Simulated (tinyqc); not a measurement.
Empirical pseudopotential in a few plane waves, step by step. Computed by tinyqc, a small Python program that keeps every step. Settings: plane-wave index or count = 15. Command: `OMP_NUM_THREADS=1 python tinyqc.py 22516 22517 out.jsonl` (the two numbers bound the seeds that draw the settings). One thread of a shared host (Intel(R) Xeon(R) Processor @ 2.60GHz), about 0.2 s of CPU time with the checks.

## Bloch Hamiltonian at k

Parameters chosen for this model: fcc lattice, atoms at +/- a/8 (1,1,1); form factors in rydberg at |G|^2 in units of (2 pi/a)^2:

| parameter | value | unit |
|---|---|---|
| a | 6.290000 | angstrom |
| VS(3) | -0.251000 | Ry |
| VS(8) | 0.005000 | Ry |
| VS(11) | 0.061000 | Ry |
| VA(3) | 0.069000 | Ry |
| VA(4) | 0.032000 | Ry |
| VA(11) | 0.027000 | Ry |
| hbar^2/2m (2 pi/a)^2 | 3.801731 | eV |

k point k (2 pi / a): 0.2600  -0.4600  -0.0700

Basis: the 15 shortest G (labels in 2 pi/a), the same at every k. H(G,G') = c |k + G|^2 delta + VS(|G-G'|^2) cos((G-G').tau) + i VA sin((G-G').tau), tau = a/8 (1,1,1); 1 Ry = 13.605693 eV.

H(k) at k (eV):
```
                 +0+0+0           -1-1-1           -1-1+1           -1+1-1
+0+0+0           1.0801   2.4148+0.6638i  -2.4148+0.6638i  -2.4148+0.6638i
-1-1-1   2.4148-0.6638i          14.5382   0.0000-0.4354i   0.0000-0.4354i
-1-1+1  -2.4148-0.6638i   0.0000+0.4354i          13.4737           0.0680
-1+1-1  -2.4148-0.6638i   0.0000+0.4354i           0.0680           7.5430
-1+1+1  -2.4148+0.6638i          -0.0680   0.0000+0.4354i   0.0000+0.4354i
+1-1-1  -2.4148-0.6638i   0.0000+0.4354i           0.0680           0.0680
+1-1+1  -2.4148+0.6638i          -0.0680   0.0000+0.4354i           0.0000
+1+1-1  -2.4148+0.6638i          -0.0680           0.0000   0.0000+0.4354i
+1+1+1   2.4148+0.6638i           0.0000          -0.0680          -0.0680
-2+0+0   0.0000-0.4354i  -2.4148+0.6638i  -2.4148-0.6638i  -2.4148-0.6638i
+0-2+0   0.0000-0.4354i  -2.4148+0.6638i  -2.4148-0.6638i   0.5869-0.2598i
+0+0-2   0.0000-0.4354i  -2.4148+0.6638i   0.5869-0.2598i  -2.4148-0.6638i
+0+0+2   0.0000+0.4354i  -0.5869-0.2598i   2.4148+0.6638i  -0.5869+0.2598i
+0+2+0   0.0000+0.4354i  -0.5869-0.2598i  -0.5869+0.2598i   2.4148+0.6638i
+2+0+0   0.0000+0.4354i  -0.5869-0.2598i  -0.5869+0.2598i  -0.5869+0.2598i

                 -1+1+1           +1-1-1           +1-1+1           +1+1-1
+0+0+0  -2.4148-0.6638i  -2.4148+0.6638i  -2.4148-0.6638i  -2.4148-0.6638i
-1-1-1          -0.0680   0.0000-0.4354i          -0.0680          -0.0680
-1-1+1   0.0000-0.4354i           0.0680   0.0000-0.4354i           0.0000
-1+1-1   0.0000-0.4354i           0.0680           0.0000   0.0000-0.4354i
-1+1+1           6.4785           0.0000           0.0680           0.0680
+1-1-1           0.0000          18.4920   0.0000-0.4354i   0.0000-0.4354i
+1-1+1           0.0680   0.0000+0.4354i          17.4275           0.0680
+1+1-1           0.0680   0.0000+0.4354i           0.0680          11.4968
+1+1+1   0.0000+0.4354i          -0.0680   0.0000+0.4354i   0.0000+0.4354i
-2+0+0   2.4148-0.6638i   0.5869-0.2598i  -0.5869-0.2598i  -0.5869-0.2598i
+0-2+0  -0.5869-0.2598i  -2.4148-0.6638i   2.4148-0.6638i  -0.5869-0.2598i
+0+0-2  -0.5869-0.2598i  -2.4148-0.6638i  -0.5869-0.2598i   2.4148-0.6638i
+0+0+2  -2.4148+0.6638i  -0.5869+0.2598i  -2.4148+0.6638i   0.5869+0.2598i
+0+2+0  -2.4148+0.6638i  -0.5869+0.2598i   0.5869+0.2598i  -2.4148+0.6638i
+2+0+0   0.5869+0.2598i   2.4148+0.6638i  -2.4148+0.6638i  -2.4148+0.6638i

                 +1+1+1           -2+0+0           +0-2+0           +0+0-2
+0+0+0   2.4148-0.6638i   0.0000+0.4354i   0.0000+0.4354i   0.0000+0.4354i
-1-1-1           0.0000  -2.4148-0.6638i  -2.4148-0.6638i  -2.4148-0.6638i
-1-1+1          -0.0680  -2.4148+0.6638i  -2.4148+0.6638i   0.5869+0.2598i
-1+1-1          -0.0680  -2.4148+0.6638i   0.5869+0.2598i  -2.4148+0.6638i
-1+1+1   0.0000-0.4354i   2.4148+0.6638i  -0.5869+0.2598i  -0.5869+0.2598i
+1-1-1          -0.0680   0.5869+0.2598i  -2.4148+0.6638i  -2.4148+0.6638i
+1-1+1   0.0000-0.4354i  -0.5869+0.2598i   2.4148+0.6638i  -0.5869+0.2598i
+1+1-1   0.0000-0.4354i  -0.5869+0.2598i  -0.5869+0.2598i   2.4148+0.6638i
+1+1+1          10.4323  -0.5869-0.2598i  -0.5869-0.2598i  -0.5869-0.2598i
-2+0+0  -0.5869+0.2598i          12.3332           0.0680           0.0680
+0-2+0  -0.5869+0.2598i           0.0680          23.2822           0.0680
+0+0-2  -0.5869+0.2598i           0.0680           0.0680          17.3515
+0+0+2  -2.4148-0.6638i          -0.0680          -0.0680           0.0000
+0+2+0  -2.4148-0.6638i          -0.0680           0.0000          -0.0680
+2+0+0  -2.4148-0.6638i           0.0000          -0.0680          -0.0680

                 +0+0+2           +0+2+0           +2+0+0
+0+0+0   0.0000-0.4354i   0.0000-0.4354i   0.0000-0.4354i
-1-1-1  -0.5869+0.2598i  -0.5869+0.2598i  -0.5869+0.2598i
-1-1+1   2.4148-0.6638i  -0.5869-0.2598i  -0.5869-0.2598i
-1+1-1  -0.5869-0.2598i   2.4148-0.6638i  -0.5869-0.2598i
-1+1+1  -2.4148-0.6638i  -2.4148-0.6638i   0.5869-0.2598i
+1-1-1  -0.5869-0.2598i  -0.5869-0.2598i   2.4148-0.6638i
+1-1+1  -2.4148-0.6638i   0.5869-0.2598i  -2.4148-0.6638i
+1+1-1   0.5869-0.2598i  -2.4148-0.6638i  -2.4148-0.6638i
+1+1+1  -2.4148+0.6638i  -2.4148+0.6638i  -2.4148+0.6638i
-2+0+0          -0.0680          -0.0680           0.0000
+0-2+0          -0.0680           0.0000          -0.0680
+0+0-2           0.0000          -0.0680          -0.0680
+0+0+2          15.2225           0.0680           0.0680
+0+2+0           0.0680           9.2918           0.0680
+2+0+0           0.0680           0.0680          20.2408
```

## Levels at k

Diagonalise the Hermitian matrix.

eigenvalues (eV): -3.4258  3.4869  5.9573  6.3772  10.2379  11.2789  12.7243  12.9394  14.6219  16.1934  17.6340  19.2537  21.6981  23.1914  26.5156

## Bands along a path

The same steps at evenly spaced points between the labelled ones.

Bands along the path (eV), lowest eight:

| k | band 1 | band 2 | band 3 | band 4 | band 5 | band 6 | band 7 | band 8 |
|---|---|---|---|---|---|---|---|---|
| L | -2.7013 | 2.1801 | 6.5203 | 6.5203 | 9.1083 | 12.5669 | 12.5669 | 15.8953 |
| L-G 0.33 | -3.3361 | 3.1151 | 6.4725 | 6.4725 | 9.1120 | 12.3204 | 12.3204 | 13.7322 |
| L-G 0.67 | -3.8972 | 4.9074 | 6.6693 | 6.6693 | 8.9360 | 11.6563 | 11.8574 | 11.8574 |
| G | -4.1062 | 6.8128 | 6.8128 | 6.8128 | 7.4416 | 11.4698 | 11.4698 | 11.4698 |
| G-X 0.33 | -3.8265 | 4.7254 | 6.4382 | 6.4382 | 9.6454 | 10.7350 | 12.4161 | 12.4161 |
| G-X 0.67 | -3.0659 | 2.8133 | 5.9569 | 5.9569 | 10.0766 | 10.5302 | 14.4182 | 14.6039 |
| X | -2.2195 | 1.7973 | 5.9666 | 5.9666 | 9.7948 | 10.4514 | 17.3604 | 17.4656 |

With 4 band(s) filled, the highest filled level on these points lies at G and the lowest empty one at G: a gap of 0.6288 eV, direct. This holds for the small fixed basis; with all plane waves up to |k + G|^2 = 21 (2 pi/a)^2 the gap along the path is 1.20 eV.

## Convergence with the number of plane waves

Levels at G counted from the fourth one.

Levels (eV):

| plane waves | level 1 | level 5 | level 8 |
|---|---|---|---|
| 9 | -14.3967 | 0.8708 | 0.9897 |
| 15 | -10.9190 | 0.6288 | 4.6570 |
| 27 | -10.1112 | 1.1124 | 4.5510 |
| 51 | -9.8105 | 1.1498 | 4.9212 |
| 59 | -9.8408 | 1.1959 | 4.7269 |
| 65 | -9.8412 | 1.1799 | 4.7040 |
| 89 | -9.8198 | 1.1831 | 4.7139 |
